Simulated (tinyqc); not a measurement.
Force balance against energy balance: elastic strain and critical thickness of a cubic alloy layer A(1-x)B(x) on a thick substrate. Computed by tinyqc, a small Python program. Command: `OMP_NUM_THREADS=1 python tinyqc.py 3001251 3001252 out.jsonl misfit walk`. One thread of a shared host (Intel(R) Xeon(R) Processor @ 2.30GHz), about 0.01 s of CPU time with the checks.

Strain is positive in tension. The layer is coherent with the substrate unless said otherwise.

Inputs (values chosen for the exercise, modelled on In(1-x)Ga(x)P on GaAs):
```
quantity                        value      unit
fraction x of B                  0.37         -
lattice constant a_A            5.869  angstrom
lattice constant a_B            5.451  angstrom
substrate lattice constant a_S  5.653  angstrom
```

Growth plane: (001). Layer: buried under a thick cap. Misfit dislocation: edge.

C11, C12, C44 of A (GPa): 101.5  56.74  46.05

C11, C12, C44 of B (GPa): 142.2  62.32  71.09

Method:
- a = (1 - x) a_A + x a_B, the same rule for each C_ij; misfit f = (a_S - a)/a, the in-plane strain of the coherent layer.
- Voigt averages: G = (C11 - C12 + 3 C44)/5, B = (C11 + 2 C12)/3, nu = (3 B - 2 G)/(2 (3 B + G)); b = a/sqrt(2). Edge dislocation with b in the interface: cos alpha = 0, cos lambda = 1.
- Matthews-Blakeslee: h_c = A [ln(h_c/b) + 1], A = b (1 - nu cos^2 alpha)/(4 pi |f| (1 + nu) cos lambda), the factor 4 pi being that of a buried layer, with a dislocation at both interfaces.
- People-Bean: h_c = P ln(h_c/b), P = (1 - nu)/(1 + nu) b^2/(16 pi sqrt(2) a f^2). The misfit is scaled by 0.25, 0.4, 0.6, 1, 1.5, 2.2 at fixed a, b and nu; the upper root is taken, and rows with A < 1.3 b or P < 3 b, where the roots shrink to the core size or vanish, are left out.

misfit f = -0.0107344

prefactor A = 2.37851 nm

Poisson ratio nu = 0.259384

Burgers vector b = 0.404065 nm

free lattice constant a = 5.71434 angstrom

Critical thickness:
```
|f| (%)  Matthews-Blakeslee (nm)  People-Bean (nm)   ratio
0.2684                    56.521            2915.8  51.589
0.4294                    31.930            1002.1  31.383
0.6441                    19.288             391.9  20.316
1.0734                    10.014             116.1  11.596
1.6102                     5.814              42.4   7.298
2.3616                     3.376              15.4   4.573
```

What follows from these numbers?

The exponents d ln h_c/d ln f are -1.22 and -2.27 between the first rows, steeper than the -1 and -2 of the prefactors because of the logarithm. The ratio falls from 51.6 to 4.57 as the misfit grows. Where People-Bean lies above, a layer between the lines is metastable: dislocations would lower the energy but have to be nucleated. People-Bean has no form for a buried layer. Above about 2 % misfit islands may come first.
